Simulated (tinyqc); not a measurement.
Hubbard ring of 4 sites, step by step. Computed by tinyqc, a small Python program that keeps every step. Settings: hopping = 1.96, U = 7.0, mixing = 1, iteration cap = 50. Command: `OMP_NUM_THREADS=1 python tinyqc.py 21749 21750 out.jsonl` (the two numbers bound the seeds that draw the settings). One thread of a shared host (Intel(R) Xeon(R) Processor @ 2.60GHz), about 0.2 s of CPU time with the checks. Later iterations appear only in the table of the cycle.

## Mean-field iteration 1

one-body matrix (hopping and site energies) (eV), order 1, 2, 3, 4:
```
[[0.000000, -1.960000, 0.000000, -1.960000],
 [-1.960000, 0.000000, -1.960000, 0.000000],
 [0.000000, -1.960000, 0.000000, -1.960000],
 [-1.960000, 0.000000, -1.960000, 0.000000]]
```

U = 7.000000 eV

electrons, up and down: [2, 2]

mixing = 1

n(up) at the start (a guess, not normalised): [0.800000, 0.200000, 0.800000, 0.200000]

n(down) at the start (a guess): [0.200000, 0.800000, 0.200000, 0.800000]

H(up) = T + U n(down), H(down) = T + U n(up); fill the lowest levels; n(new) = n + mixing (n(out) - n); E = tr T (rho up + rho down) + U sum n_up n_down of the output.

levels, up (eV): [-0.947066, 1.400000, 5.600000, 7.947066]

levels, down (eV): [-0.947066, 1.400000, 5.600000, 7.947066]

energy = -3.703816 eV

n(up) after iteration 1: [0.868055, 0.131945, 0.868055, 0.131945]

n(down) after iteration 1: [0.131945, 0.868055, 0.131945, 0.868055]

## Mean-field iteration 2

As before.

levels, up (eV): [-1.190861, 0.923613, 6.076387, 8.190861]

levels, down (eV): [-1.190861, 0.923613, 6.076387, 8.190861]

energy = -3.751863 eV

n(up) after iteration 2: [0.887309, 0.112691, 0.887309, 0.112691]

n(down) after iteration 2: [0.112691, 0.887309, 0.112691, 0.887309]

## Mean-field iteration 3

As before.

levels, up (eV): [-1.266215, 0.788838, 6.211162, 8.266215]

levels, down (eV): [-1.266215, 0.788838, 6.211162, 8.266215]

energy = -3.755196 eV

n(up) after iteration 3: [0.892207, 0.107793, 0.892207, 0.107793]

n(down) after iteration 3: [0.107793, 0.892207, 0.107793, 0.892207]

## Convergence

Each step fills the lowest levels of T + U n(other spin) and sets n(new) = n + mixing (n(out) - n); stop when output and input agree to 1e-8.

Course of the cycle:
```
iteration       E (eV)  largest |n(out) - n(in)|  mean |n_up - n_down|
1          -3.70381577                  6.81e-02              0.736111
2          -3.75186274                  1.93e-02              0.774618
3          -3.75519637                  4.90e-03              0.784415
4          -3.75540349                  1.21e-03              0.786833
5          -3.75541597                  2.96e-04              0.787425
6          -3.75541672                  7.24e-05              0.787570
7          -3.75541677                  1.77e-05              0.787606
8          -3.75541677                  4.32e-06              0.787614
9          -3.75541677                  1.06e-06              0.787616
10         -3.75541677                  2.58e-07              0.787617
11         -3.75541677                  6.31e-08              0.787617
12         -3.75541677                  1.54e-08              0.787617
13         -3.75541677                  3.77e-09              0.787617
```

local moments n_up - n_down: [0.787617, -0.787617, 0.787617, -0.787617]

Converged in 13 iterations. Before convergence this energy mixes input and output and is not variational, so it may rise towards its limit.

## Exact diagonalisation (36 states)

Lowest levels of the sector, and the double occupancy of the lowest state.

lowest levels (eV): [-4.374487, -3.839540, -2.352129, -1.755131, -1.755131, 0.000000]

double occupancy per site = 0.078956

The mean-field solution above lies 0.6191 eV above the exact energy.

## The lowest level by Lanczos steps

From a random start vector (not printed): a_j = <q_j|H|q_j>, b_j = norm of the remainder after orthogonalising; the Ritz value is the lowest eigenvalue of the tridiagonal matrix of a and b so far.

Lanczos:
```
j   a_j (eV)  b_j (eV)  lowest Ritz value (eV)
1   5.906861  5.400232              5.90686081
2   5.497015  7.254532              0.29781963
3   7.128659  5.225103             -2.98571619
4   6.727909  5.521220             -3.80938506
5   7.810779  6.250458             -4.08288832
6   6.678896  5.185413             -4.24130204
7   8.059772  4.763057             -4.30725917
8   7.348575  6.570119             -4.32544656
9   5.647757  4.445384             -4.34145135
10  6.669624  7.132510             -4.34947974
```
